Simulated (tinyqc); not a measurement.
Vacuum evaporation: vapour pressure, source flux, thickness distribution, purity and step coverage: one step, computed by the program tinyqc.

Molecular flow, unit sticking of the metal, no re-evaporation. The background gas is taken as water vapour (18.015 g/mol, collision diameter 0.37 nm) at 300 K.

Task: Rate and uniformity on a fixed wafer above the source. A small source emits (n + 1) Phi area cos^n(phi)/(2 pi) per solid angle; on a parallel plane at height h and lateral distance l the arrival rate is (n + 1) Phi area/(2 pi h^2) x (1 + (l/h)^2)^(-(n + 3)/2). Growth rate = arrival rate x m/rho, m = M u. The wafer is fixed and centred above the source.

Inputs (values chosen for the exercise, modelled on indium, with constants for the liquid): molar mass M = 114.8 g/mol; film density rho = 7.31 g/cm^3; source temperature T = 1230 K; source area = 2.7 cm^2; directionality n = 2; source-to-wafer distance h = 68 cm; wafer radius R = 5 cm.

flux Phi = 1.854986e+18 1/(cm^2 s)

Constants: u = 1.6605390666e-27 kg.

Give: arrival rate at the centre; growth rate at the centre; edge over centre; non-uniformity (max - min)/(max + min); share of the material that lands on the wafer, 1 - (1 + (R/h)^2)^(-(n + 1)/2).

Result:

arrival rate at the centre = 5.1716e+14 1/(cm^2 s)

growth rate at the centre = 0.13487 nm/s

edge over centre = 0.98661

non-uniformity (max - min)/(max + min) = 0.67399 %

share of the material that lands on the wafer, 1 - (1 + (R/h)^2)^(-(n + 1)/2) = 0.80554 %
